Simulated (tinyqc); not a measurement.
Input admittance of a MOSFET at zero drain bias: distributed channel and distributed gate: one step of the calculation.

Source and drain grounded, strong inversion, w = 2 pi f, Cox = eps0 eox/tox. The channel is an RC line of resistance 1/(mu Cox Vo) per square fed from both ends, so one finger has the intrinsic admittance y = i w Cox L tanh(g)/g per width, g = (1/2) sqrt(i w tau), tau = L^2/(mu Vo). The vertical resistance rv/L is in series with y, the overlaps 2 i w Cov in parallel: y_t = 1/(1/y + rv/L) + 2 i w Cov. The gate strip is a line of Rsh/L per length loaded by y_t, so a finger has Y = y_t Wf tanh(k)/k, k = (Wf/sd) sqrt(y_t Rsh/L); the device has Nf Y.

Task. Low-frequency resistances and capacitance. Low-frequency limits, with c = Cox L and ct = c + 2 Cov: R_strip = Rsh Wf/(3 sd^2 L Nf), R_ch = (c/ct)^2 L/(12 mu Cox Vo Wf Nf), R_vert = (c/ct)^2 rv/(L Wf Nf), C = ct Wf Nf.

Inputs (values chosen for the exercise); values of the order met in silicon radio-frequency transistors:

| symbol | value | unit | meaning |
|---|---|---|---|
| eox | 3.9 |  | relative permittivity of the gate insulator (close to silicon dioxide) |
| tox | 4.2 | nm | insulator thickness |
| L | 0.53 | um | channel length |
| Wf | 19 | um | finger width |
| Nf | 64 |  | number of fingers |
| mu | 170 | cm^2/(V s) | channel mobility |
| Vo | 0.43 | V | gate overdrive |
| Rsh | 14 | ohm/square | sheet resistance of the gate |
| rv | 0 | ohm um^2 | vertical resistivity of the gate stack |
| sd | 2 |  | number of ends at which a finger is contacted |
| Cov | 0.16 | fF/um | overlap and fringe capacitance on each side |

Constants: eps0 = 8.8541878128e-14 F/cm where lengths are in cm. Results are converted to the units shown.

Find: parts; sum; C; 1/(2 pi R C).

Result.

parts (ohm): strip 0.6535, channel 0.5245, vertical 0
sum = 1.178 ohm
C = 5688 fF
1/(2 pi R C) = 23.75 GHz

The strip term is the largest, 55.5 % of the sum.

Numbers from tinyqc (`OMP_NUM_THREADS=1 python tinyqc.py 2262225 2262226 out.jsonl`; about 0.01 s on one thread of a shared Intel Xeon 2.30GHz).
